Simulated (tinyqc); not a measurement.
What an interlayer buys: scattering of inversion-layer electrons by surface optical phonons of the gate insulator (remote phonon scattering). Computed by tinyqc, a small Python program. Command: `OMP_NUM_THREADS=1 python tinyqc.py 3113952 3113953 out.jsonl sophonon walk`. One thread of a shared host (Intel(R) Xeon(R) Processor @ 2.30GHz), about 0.02 s of CPU time with the checks.

One subband with the Fang-Howard envelope; insulator and channel are half-spaces, the gate is far away, and an interlayer only moves the polar surface away by t (its own modes and its permittivity contrast are left out).

Inputs (values chosen for the exercise, modelled on AlN on In0.53Ga0.47As):
```
quantity                                   value        unit
static constant of the insulator eps_0s     9.27           -
intermediate constant eps_i                 7.23           -
optical constant eps_inf                    4.87           -
hbar omega_TO1                              79.9         meV
hbar omega_TO2                              88.1         meV
constant of the channel eps_s               13.9           -
in-plane mass m                           0.0425         m_0
valleys g_v                                    1           -
sheet density n                          1.6e+12      1/cm^2
mean distance of the electrons z0 = 3/b      3.2          nm
interlayer thickness t                      0.84          nm
temperature T                                300           K
mobility from other processes               2220  cm^2/(V s)
```

Screening by the channel electrons: static.

Constants: k_B = 8.617333262e-05 eV/K; hbar^2/(2 m_0) = 3.80998212 eV angstrom^2; e^2/(4 pi eps_0) = 14.39964548 eV angstrom; hbar = 6.582119569e-16 eV s; e = 1.602176634e-19 C; m_0 = 9.1093837015e-31 kg.

Method:
- eps(w) = eps_inf + (eps_0s - eps_i) w1^2/(w1^2 - w^2) + (eps_i - eps_inf) w2^2/(w2^2 - w^2). Surface modes solve eps(w) + eps_s = 0, a quadratic in w^2; the strength of a mode is g = 2/(w d eps/dw).
- Occupation N = 1/(exp(hbar w/(k_B T)) - 1).
- Density of states D = g_v m/(pi hbar^2); eta = E_F/(k_B T) = ln(exp(n/(D k_B T)) - 1); screening wave number q_s = e^2 D/(2 eps_0 eps_avg) x 1/(1 + exp(-eta)), eps_avg = (eps_s + eps_inf)/2; b = 3/z0.
- For a mode of strength g, without the occupation factor, Area x |M(q)|^2 = e^2 hbar w g/(2 eps_0 q) x (b/(b + q))^6 exp(-2 q t) / (1 + (q_s/q) H(q))^2, H = (1 + 9 x/8 + 3 x^2/8)/(1 + x)^3, x = q/b.
- Approximate momentum relaxation rate, taking tau v alike in the initial and final states: 1/tau = (m/(2 pi hbar^3)) sum over modes and over absorption (N, E' = E + hbar w) and emission (N + 1, E' = E - hbar w > 0) of [(1 - f(E'))/(1 - f(E))] int_0^(2 pi) Area |M(q)|^2 (1 - cos theta) d theta, q^2 = k^2 + k'^2 - 2 k k' cos theta, f the Fermi function; 48 midpoints in theta from 0 to pi.
- mu = (e/m) int tau E f (1 - f) dE/(k_B T int f dE), by 300 midpoints from 0 to (max(eta, 0) + 14) k_B T; Matthiessen sum with the other processes.

hbar omega_SO (meV): 1 82.0916, 2 95.2697

strengths g: 1 0.00122795, 2 0.00888929

occupations N: 1 0.0435968, 2 0.0257381

b = 0.9375 1/nm

q_s = 0.165912 1/nm

eta = 3.45500

Against the interlayer thickness:
```
t (nm)  remote-phonon mobility (cm^2/(V s))  total (cm^2/(V s))
0.0                              4.4537e+05              2209.0
0.3                              5.8990e+05              2211.7
0.6                              7.7528e+05              2213.7
1.0                              1.1026e+06              2215.5
1.5                              1.6800e+06              2217.1
2.0                              2.5075e+06              2218.0
3.0                              5.2776e+06              2219.1
```

What does the comparison show, and why?

1 nm of interlayer raises the remote-phonon mobility by a factor 2.48, as exp(2 q t) with an effective q of 0.45 per nm; between 2 and 3 nm the effective q is 0.37. The total goes from 2210 to 2220 over the first nanometre.

Extremes, crossings and ranges named in words are read from the listed rows.
